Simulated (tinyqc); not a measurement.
# Holstein polaron on two sites, step by step

A worked calculation. Computed by tinyqc, a small Python program that keeps every step. Command: `OMP_NUM_THREADS=1 python tinyqc.py 3015825 3015826 out.jsonl holstein walk`. One thread of a shared host (Intel(R) Xeon(R) Processor @ 2.30GHz), about 0.01 s of CPU time with the checks. Intermediate numbers are printed to about 6 digits and carried at full precision; extremes and crossings named in words are read from the listed rows.

One electron on sites 1 and 2: H = -t (c1+ c2 + c2+ c1) + hbar omega sum_i b_i+ b_i - g hbar omega sum_i n_i (b_i + b_i+). The symmetric phonon shifts the energy by -g^2 hbar omega/2 and drops out; with b = (b_1 - b_2)/sqrt(2) there remains H = -t sigma_x + hbar omega b+ b - (g hbar omega/sqrt(2)) sigma_z (b + b+). Parity splits it into blocks p = +1 and -1 over phonon numbers n. Zero-point energies are left out. Weights Z refer to mode b alone; the displaced symmetric mode multiplies the full zero-phonon weight by exp(-g^2/2).

Inputs (values chosen for the exercise, for a model dimer):
```
quantity                  value  unit
hopping t                   200   meV
phonon energy hbar omega    138   meV
coupling g                 2.38     -
phonon levels kept N          6     -
```

## Energy scales

Polaron binding energy E_p = g^2 hbar omega; ratio E_p/t (the adiabatic potential has two wells when it exceeds 1); adiabaticity hbar omega/t.

E_p = 781.6872 meV

E_p/t = 3.908436

hbar omega/t = 0.69

## The even block in a small basis

Block p: H_nn = n hbar omega - p t (-1)^n - g^2 hbar omega/2, H_(n,n+1) = -(g hbar omega/sqrt(2)) sqrt(n + 1). Take p = +1 and n = 0..N-1.

H, even block (meV):
```
          1         2         3         4         5         6
1  -590.844  -232.242     0.000     0.000     0.000     0.000
2  -232.242   -52.844  -328.440     0.000     0.000     0.000
3     0.000  -328.440  -314.844  -402.255     0.000     0.000
4     0.000     0.000  -402.255   223.156  -464.484     0.000
5     0.000     0.000     0.000  -464.484   -38.844  -519.309
6     0.000     0.000     0.000     0.000  -519.309   499.156
```

## Levels in the small basis

Diagonalise H; the eigenvector has its largest component positive; Z is the weight of n = 0.

levels (meV): -796.671  -643.370  -409.365  135.079  496.703  942.562

lowest eigenvector: 0.459018  0.406810  0.596738  0.382623  0.323302  0.129565

Z in the small basis = 0.210698

## Converged results

Use 60 levels in both blocks; Z = c_0^2 is the weight of n = 0 in the ground state c; the splitting is the lowest odd level less the lowest even one, which without coupling is the smaller of 2t and hbar omega; <sigma_x> = sum (-1)^n c_n^2 measures the kinetic energy.

ground-state energy = -811.326 meV

weight Z of n = 0 in mode b = 0.139505

mean phonon number in b = 2.48192

splitting = 2.25047 meV

splitting/(2t) = 0.00562618

<sigma_x> = 0.296761

The small basis misses the ground-state energy by 14.7 meV. The splitting has collapsed while <sigma_x> stays much larger: the electron still makes virtual hops, but drags its distortion only slowly.

## Approximations to the ground state

Second order: E = -t - E_p/2 - (E_p/2) hbar omega/(hbar omega + 2t). Lang-Firsov: E = -E_p - t exp(-g^2). Variable displacement: E(x) = -E_p/2 - t exp(-g^2 x^2) - (E_p/2)(2x - x^2), minimised over 0 <= x <= 1. Adiabatic, classical lattice: E = -E_p/2 - t for E_p < t, else -E_p - t^2/(2 E_p); it leaves out the change of zero-point energy.

Ground-state energy (meV):
```
method                        E  E - exact
second order in g      -691.097    120.229
Lang-Firsov            -782.381     28.945
variable displacement  -782.425     28.901
adiabatic, classical   -807.273      4.053
```

best displacement x = 0.98872

Closest here is adiabatic, classical (+4.05 meV), furthest second order in g (+120.23 meV), at hbar omega/t = 0.69 and E_p/t = 3.91. Lang-Firsov and variable displacement are variational and lie above the exact value.

Checks made by the program: 60 against 80 levels (relative difference below 1e-10); Hellmann-Feynman: dE/dt = -<sigma_x> (relative difference 3e-10).
